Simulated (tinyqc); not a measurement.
Ferroelectric with a first-order transition, Landau-Devonshire energy: two steps of the calculation.

One domain with free energy u = al P^2 + be P^4 + ga P^6 - E P, al = a0 (T - T0), be < 0 < ga (P in uC/cm^2, E in kV/cm, u in mJ/cm^3). Equilibrium: E = 2 al P + 4 be P^3 + 6 ga P^5; a state is stable against small changes where dE/dP > 0. The coercive field is that of uniform switching, which real films, switching by domains, do not reach.

Inputs (values chosen for the exercise):
- a0 = 0.025 kV cm/(uC K) (slope of the quadratic coefficient)
- T0 = 600 K (Curie-Weiss temperature)
- be = -0.002 kV cm^5/uC^3 (quartic coefficient)
- ga = 1.1e-6 kV cm^9/uC^5 (sixth-order coefficient)
- T = 595 K (temperature)
- Ea = 100 kV/cm (applied field)

Constants: eps0 = 8.8541878128e-14 F/cm where lengths are in cm. Results are converted to the units shown.

Task 1. Spontaneous polarisation, coercive field and susceptibility. Ps^2 = [-be + sqrt(be^2 - 3 al ga)]/(3 ga); Pc^2 = [-3 be + sqrt(9 be^2 - 15 al ga)]/(15 ga), Ec = -E(Pc); susceptibility chi = 1/(eps0 dE/dP).

Find: al; Ps; u(Ps) at E = 0; Pc; Ec; chi at Ps.

Result 1.

al = -0.1250 kV cm/uC
Ps = 35.25 uC/cm^2
u(Ps) at E = 0 = -1133 mJ/cm^3
Pc = 27.16 uC/cm^2
Ec = 69.53 kV/cm
chi at Ps = 540.9

Task 2. Polarisation on the upper branch by Newton steps. f = 2 al P + 4 be P^3 + 6 ga P^5 - Ea, f' = 2 al + 12 be P^2 + 30 ga P^4, P(new) = P - f/f'.

P at the start = 42.3 uC/cm^2
al = -0.125 kV cm/uC

Give: f; f'; P after iteration 1.

Result 2.

f = 177.7 kV/cm
f' = 62.46 kV cm/uC
P after iteration 1 = 39.45 uC/cm^2

Computed by the program tinyqc: `OMP_NUM_THREADS=1 python tinyqc.py 2860036 2860037 out.jsonl`, one thread of a shared Intel Xeon 2.30GHz, about 0.01 s for the whole run.
